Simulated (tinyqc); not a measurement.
Quantum point contact as a saddle point with Zeeman splitting: one step of the calculation.

Potential V0 - m wx^2 x^2/2 + m wy^2 y^2/2; energies are counted from V0. Mode n = 0, 1, ... transmits T_n(E) = 1/(1 + exp(-2 pi (E - E_n)/wx)), E_n = wy (n + 1/2) +/- Ez/2 for the two spins, Ez = gs muB B, muB = q hbar/(2 m0); each spin carries q^2/h.

Task. Transmissions at the Fermi level. At zero temperature g = G/(2 q^2/h) = (1/2) sum T_n(mu); Fano factor sum T_n (1 - T_n)/sum T_n. Modes beyond those listed are in the sums but add less than 1e-4 to g.

Parameters, values chosen for the exercise: transverse quantum hbar wy wy = 1.9 meV; curvature of the barrier hbar wx wx = 1.4 meV; Fermi level above the saddle point mu = 2.45 meV; size of the g factor gs = 5.3; in-plane magnetic field B = 1 T.

Constants: q = 1.602176634e-19 C, hbar = 1.054571817e-34 J s, h = 6.62607015e-34 J s, m0 = 9.1093837015e-31 kg. Results are converted to the units shown.

Find: E_n; T_n; g; G; Fano factor.

Result.

| mode | E_n (meV) | T_n |
|---|---|---|
| 0- | 0.7966 | 0.99940 |
| 1- | 2.6966 | 0.24847 |
| 2- | 4.5966 | 0.00007 |
| 0+ | 1.1034 | 0.99763 |
| 1+ | 3.0034 | 0.07701 |
| 2+ | 4.9034 | 0.00002 |

g = 1.1613
G = 89.979 uS
Fano factor = 0.1123

Range of the model: Orbital effects of the in-plane field and interactions (such as the 0.7 feature) are left out.

Program tinyqc, `OMP_NUM_THREADS=1 python tinyqc.py 2740131 2740132 out.jsonl`; Intel Xeon 2.30GHz, shared host, one thread, about 0.06 s.
